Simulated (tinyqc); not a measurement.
Four methods from the same start: geometry relaxation of a small cluster. Computed by tinyqc, a small Python program. Command: `OMP_NUM_THREADS=1 python tinyqc.py 3001161 3001162 out.jsonl relax walk`. One thread of a shared host (Intel(R) Xeon(R) Processor @ 2.30GHz), about 0.02 s of CPU time with the checks.

E = sum_i {sum_j A exp(-p (r_ij/r0 - 1)) - xi sqrt(rho_i)}, rho_i = sum_j exp(-2 q (r_ij/r0 - 1)); the force on i is -sum_j w_ij (R_i - R_j)/r_ij with w_ij = -(2p/r0) A exp(-p (r_ij/r0 - 1)) + (xi q/r0) exp(-2 q (r_ij/r0 - 1)) (rho_i^(-1/2) + rho_j^(-1/2)).

Inputs (values chosen for the exercise, for model atoms):
```
quantity                 value           unit
length r0                 2.84       angstrom
repulsion A               0.14             eV
hopping xi                2.32             eV
decay p                   11.2              -
decay q                   2.34              -
step factor eta          0.025  angstrom^2/eV
largest number of steps    500              -
```

Potential: Gupta. Method: conjugate gradient.

starting positions (angstrom):
```
            x      y      z
atom 1  -0.02  -0.15  -0.12
atom 2   2.73   0.08   0.17
atom 3   1.32   2.37   0.03
atom 4   1.27   0.91   2.02
atom 5   1.39    0.7  -2.36
```

Method:
- Conjugate gradient (Polak-Ribiere): d = F + beta d(old), beta = max(0, F.(F - F(old))/|F(old)|^2), d = F at first; step length from one secant, s = eta (F.d)/(F.d - F(R + eta d).d), replaced by eta if that is not positive; R(new) = R + s d.
- No atom moves more than 0.3 angstrom a step (the whole step is scaled). Stop when the largest force component is below 1e-5 eV/angstrom.
- Hessian at the final positions by central differences of the forces; six eigenvalues vanish (translations and rotations). Steepest descent is stable for eta below 2/lambda_max and contracts the softest mode by 1 - eta lambda_min a step.
- Steepest descent: R(new) = R + eta F.
- BFGS: R(new) = R + B F with the inverse Hessian B = eta 1 at first; with s = R(new) - R, y = F - F(new), rho = 1/(y.s): B(new) = (1 - rho s y^T) B (1 - rho y s^T) + rho s s^T, skipped if y.s is not positive.
- FIRE with unit mass: if F.v > 0, v = (1 - a) v + a |v| F/|F|, and after more than 5 such steps in a row dt = min(1.1 dt, 5 dt0), a = 0.99 a; else v = 0, a = 0.1, and dt = dt/2 (not at the first step). Then v = v + dt F, R(new) = R + dt v. dt0 = sqrt(eta), a = 0.1 at first.
- In this comparison each method may take up to 1500 steps.

contraction of the softest mode = 0.919468

non-zero eigenvalues (eV/angstrom^2): 3.2213  3.2213  7.6223  10.8685  10.8686  12.2796  12.2796  22.7457  30.3848

condition number = 9.43250

Cost:
```
method              steps  force calls  final E (eV)  calls to reach 1e-2
steepest descent      116          117       -20.457                   35
conjugate gradient     16           33       -20.457                   17
BFGS                   25           26       -20.457                   14
FIRE                  107          108       -20.457                   42
```

What follows from these numbers?

In force calls the order is BFGS (26), conjugate gradient (33), FIRE (108), steepest descent (117). All that converged end at the same energy. Near the minimum steepest descent multiplies the slowest mode by 0.919 in size a step, 27 steps a decade of force, at a condition number of 9.4. It is the dearest here: the others use earlier steps to learn the curvature or to build momentum along soft directions.

Extremes, crossings and ranges named in words are read from the listed rows.
